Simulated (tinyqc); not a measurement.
Koster-Slater impurity in a tight-binding band, by Green functions and by supercells: one step, computed by the program tinyqc. Command: `OMP_NUM_THREADS=1 python tinyqc.py 3019221 3019222 out.jsonl kosterslater walk`. One thread of a shared host (Intel(R) Xeon(R) Processor @ 2.30GHz), about 0.02 s of CPU time with the checks.

One orbital per site, e(k) = -2 t sum cos(k_i) over 1 direction(s), band from -2 t to 2 t, lattice constant 1. One site has the extra energy U. Spin is left out.

Question. The host Green function outside the band. Outside the band G0(E) = sign(E)/sqrt(E^2 - 4 t^2). A bound state solves 1/U = G0(E). Energies: 0.05, 0.2, 0.5, 1, 2, 4 and 8 t beyond the band edge on the side of U, rounded to four digits.

Inputs (values chosen for the exercise, for a model band): hopping t = 0.87 eV; impurity potential U = -0.992 eV.

Lattice: chain.

Give: Scan on the side of U.

Answer.

Scan on the side of U:
```
E (eV)  G0 (1/eV)  1/U - G0 (1/eV)
-1.783     -2.569            1.561
-1.914     -1.254            0.246
-2.175     -0.766           -0.242
-2.610     -0.514           -0.494
-3.480     -0.332           -0.676
-5.220     -0.203           -0.805
-8.700     -0.117           -0.891
```

G0 diverges at the band edge, so any U binds a state.
